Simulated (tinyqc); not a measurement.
Worked calculation: metal-induced gap states at the contact of a metal chain and a two-band chain. Values are carried at full precision from step to step, so a last printed digit may differ when a step is redone from the rounded ones.

The semiconductor alternates sites A at -Eg/2 and C at +Eg/2 with hopping -t; the gap runs from -Eg/2 to Eg/2. In the gap cosh(q a) = 1 + (Eg^2/4 - E^2)/(2 t^2) and the amplitude changes by -exp(-q a) a period. The metal has site energy 0 and hopping -tm; its end site has g_m = (E - i sqrt(4 tm^2 - E^2))/(2 tm^2). Sites 1, 2, ... count into the semiconductor, with energies e1, e2 alternating. The clean half chain has g1 = 1/(E - e1 - t^2 g2), g2 = 1/(E - e2 - t^2 g1), decaying root. With the contact G11 = 1/(1/g1 - tc^2 g_m), and the density on site j is -Im G_jj/pi = |psi_j/psi_1|^2 (-Im G11/pi), per spin, with psi_2/psi_1 = -t g2, psi_3/psi_2 = -t g1.

Constants: e^2/(4 pi eps0) = 14.39964547 eV angstrom.

Inputs chosen for the exercise (gap and optical dielectric constant near those of SiC; the chain itself is a model; the results hold for these values, not for the real material): Eg = 3.24 eV (gap); t = 2.91 eV (hopping in the semiconductor); a = 3.08 angstrom (period (two sites); one chain for each area a^2); E = -0.94 eV (energy from mid-gap); tm = 3.11 eV (hopping in the metal); tc = 1.93 eV (hopping across the contact); end = C (site that touches the metal); eps = 6.5 (dielectric constant).

## Decay in the gap

Form cosh(q a), l = exp(-q a), q and the decay length 1/(2q) of the density.

cosh(q a) = 1.10279
l = 0.63788
q = 0.14598 1/angstrom
xi, the decay length of the density = 3.425 angstrom

## Green functions

The decaying root is g1 = (1 - l)/(E - e1), g2 = (1 - l)/(E - e2), l = exp(-q a). Form them, g_m and G11.

g1, g2 (1/eV): -0.14145  0.53253

g_m = -0.04859-0.31785i 1/eV
G11 = -0.14100-0.02424i 1/eV

## Density site by site

D1 = -Im G11/pi, D2 = (t g2)^2 D1, and each further period multiplies by l^2. The sum over all sites is (D1 + D2)/(1 - l^2). The Green functions stand in the order g1, g2.

density on sites 1 to 8 (1/eV): 0.00771  0.01853  0.00314  0.00754  0.00128  0.00307  0.00052  0.00125

Ds, the density per spin summed over the semiconductor = 0.04424 1/eV

The first period holds 59 % of the gap states at this energy.

## Pinning factor

Gap states per area N = 2 Ds/a^2 (two spins). Charge in them sits a distance xi from the metal, so S = 1/(1 + 4 pi e^2 N xi/eps), e^2 meaning e^2/(4 pi eps0); S is the change of the barrier per change of the metal work function.

N = 9.327e+13 1/(eV cm^2)
4 pi e^2 N xi/eps = 0.8894
S = 0.5293

Partial pinning, between the Bardeen (0) and Schottky (1) limits.

## Checks

- g1 from the closed form against decimation: both -0.141453.

Program tinyqc; command `OMP_NUM_THREADS=1 python tinyqc.py 1480096 1480097 out.jsonl`; about 0.01 s on one thread of a shared Intel(R) Xeon(R) Processor @ 2.30GHz.
